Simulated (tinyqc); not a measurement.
# Tunnelling through a two-layer gate stack, WKB transmission and Tsu-Esaki current: what changes with what

Electrons leave the emitter at x = 0. Energies E (motion across the layers) are in eV from the emitter Fermi level; the collector Fermi level lies at -V and offers states at every E. No charge in the dielectric and no image force: F1 = V/(t1 + t2 eps1/eps2), F2 = F1 eps1/eps2; U = phi1 - F1 x in layer 1 and phi2 - F1 t1 - F2 (x - t1) in layer 2. With C = hbar^2/(2 m0), kappa = sqrt(m (U - E)/C) where U > E and 0 elsewhere; T(E) = exp(-S), S = 2 times the integral of kappa over x.

Values chosen for this exercise; layer 1 close to silicon dioxide, layer 2 close to zirconium oxide:
- T = 200 K (temperature)
- Ef = 0.3 eV (Fermi energy of the emitter above its band bottom)
- me = 1 m0 (emitter mass in the supply function)
- phi1 = 3.17 eV (barrier of layer 1 above the emitter Fermi level at zero bias)
- m1 = 0.5 m0 (tunnelling mass of layer 1)
- t1 = 0.5 nm (thickness of layer 1)
- eps1 = 4.07 (relative permittivity of layer 1)
- phi2 = 1.42 eV (barrier of layer 2 at zero bias)
- m2 = 0.26 m0 (tunnelling mass of layer 2)
- t2 = 2.1 nm (thickness of layer 2)
- eps2 = 23.8 (relative permittivity of layer 2)
- V = 1.3 V (voltage across the dielectric)

Constants: q = 1.602176634e-19 C, kB = 1.380649e-23 J/K, hbar = 1.054571817e-34 J s, m0 = 9.1093837015e-31 kg, Vt = kB T/q, hbar^2/(2 m0) = 0.0380998212 eV nm^2. Results are converted to the units shown.

Each table varies one quantity; the others keep the values above.

## Effect of the thickness t2 at fixed voltage

Each layer adds (2/F) sqrt(m/C) [G(u at its left edge) - G(u at its right edge)] to S, with u = U - E (0 where negative) and G(u) = (2/3) u^1.5. J = J0 times the integral of T(E) N(E) dE, N = ln[(1 + exp(-E/Vt))/(1 + exp((-E - V)/Vt))], J0 = q^2 me m0 kB T/(2 pi^2 hbar^3) (times 1e-4 for A/cm^2 per eV), from E = -Ef to far above the barrier (T = 1 there), by quadrature converged to the digits shown.

Results:
```
t2 (nm)	S at E = 0	T(E = 0)	J (A/cm^2)	mean E of the current (eV)
1.3	9.742	5.875e-5	1.340e4	-0.1604
1.93	12.10	5.542e-6	902.8	-0.1461
2.24	13.31	1.658e-6	232.5	-0.1391
2.56	14.58	4.666e-7	56.58	-0.1319
2.87	15.82	1.342e-7	14.26	-0.1250
3.19	17.13	3.652e-8	3.414	-0.1180
3.5	18.40	1.023e-8	0.8508	-0.1113
```

Estimate the missing row, t2 = 1.61 nm.

Computed row:
```
t2 (nm)	S at E = 0	T(E = 0)	J (A/cm^2)	mean E of the current (eV)
1.61	10.89	1.872e-5	3597	-0.1533
```

With this row back in the table: J falls from 13400 to 0.851 A/cm^2: 1.84 decades a nanometre between the first two rows and 1.95 between the last two. The exponent S alone gives dS/dt/ln 10 = 1.60 and 1.78. In every row the field exceeds 10 MV/cm (up to 18.0), more than most dielectrics sustain; the model ignores breakdown. In every row a layer is thinner than 0.8 nm, a few atomic planes, where an effective mass is a rough description.

## Current against voltage

Same model as above.

Results:
```
V (V)	S at E = 0	T(E = 0)	J (A/cm^2)	mean E of the current (eV)
0.2	18.71	7.456e-9	1.795	-0.1564
0.49	17.45	2.650e-8	6.412	-0.1612
0.77	16.08	1.039e-7	22.73	-0.1574
1.06	14.44	5.356e-7	100.4	-0.1513
1.35	12.34	4.373e-6	607.8	-0.1391
1.92	7.360	6.365e-4	9.178e4	-0.1341
2.21	6.130	0.002176	4.788e5	-0.1526
2.5	5.640	0.003552	1.353e6	-0.1704
```

Estimate the missing row, V = 1.64 V.

Computed row:
```
V (V)	S at E = 0	T(E = 0)	J (A/cm^2)	mean E of the current (eV)
1.64	9.326	8.909e-5	8569	-0.1147
```

With this row back in the table: J rises from 1.80 to 1.35e6 A/cm^2, by 1.91 decades a volt between the first two rows and 1.56 between the last two. From V = 1.64 V on (among the rows) a band edge falls below the emitter Fermi level, so electrons at E = 0 no longer cross the full thickness. In 6 of the 9 rows the field exceeds 10 MV/cm (up to 29.1), more than most dielectrics sustain; the model ignores breakdown. In 1 of the 9 rows S is below 6, where a WKB prefactor of 1 is a rough guess. In every row a layer is thinner than 0.8 nm, a few atomic planes, where an effective mass is a rough description.

## Effect of the barrier height

Same model as above.

Results:
```
phi1 (eV)	S at E = 0	T(E = 0)	J (A/cm^2)	mean E of the current (eV)
1.6	10.70	2.251e-5	3132	-0.1387
1.89	11.16	1.429e-5	2032	-0.1397
2.17	11.55	9.601e-6	1387	-0.1405
2.74	12.27	4.667e-6	690.6	-0.1416
3.03	12.61	3.346e-6	499.5	-0.1420
3.31	12.91	2.468e-6	371.2	-0.1424
3.6	13.21	1.828e-6	276.8	-0.1427
```

Estimate the missing row, phi1 = 2.46 eV.

Computed row:
```
phi1 (eV)	S at E = 0	T(E = 0)	J (A/cm^2)	mean E of the current (eV)
2.46	11.93	6.568e-6	961.8	-0.1411
```

With this row back in the table: J falls from 3130 to 277 A/cm^2, on average 0.527 decades for each eV, while S rises from 10.7 to 13.2. In every row the field exceeds 10 MV/cm (up to 15.1), more than most dielectrics sustain; the model ignores breakdown. In every row a layer is thinner than 0.8 nm, a few atomic planes, where an effective mass is a rough description.

## Effect of the tunnelling mass m1

Same model as above.

Results:
```
m1 (m0)	S at E = 0	T(E = 0)	J (A/cm^2)	mean E of the current (eV)
0.12	9.677	6.273e-5	1.017e4	-0.1460
0.2	10.54	2.649e-5	4200	-0.1449
0.25	10.99	1.686e-5	2643	-0.1444
0.31	11.48	1.038e-5	1606	-0.1438
0.4	12.12	5.431e-6	827.2	-0.1430
0.5	12.76	2.868e-6	429.8	-0.1422
0.63	13.50	1.367e-6	201.1	-0.1413
```

Estimate the missing row, m1 = 0.15 m0.

Computed row:
```
m1 (m0)	S at E = 0	T(E = 0)	J (A/cm^2)	mean E of the current (eV)
0.15	10.03	4.422e-5	7104	-0.1456
```

With this row back in the table: J falls from 10200 to 201 A/cm^2. S goes as m1^(0.20): only one of the two layers feels this mass, so the power is below 0.5. In every row the field exceeds 10 MV/cm (up to 15.1), more than most dielectrics sustain; the model ignores breakdown. In every row a layer is thinner than 0.8 nm, a few atomic planes, where an effective mass is a rough description.

Numbers from tinyqc (`OMP_NUM_THREADS=1 python tinyqc.py 2540089 2540090 out.jsonl`; about 0.03 s on one thread of a shared Intel Xeon 2.30GHz).
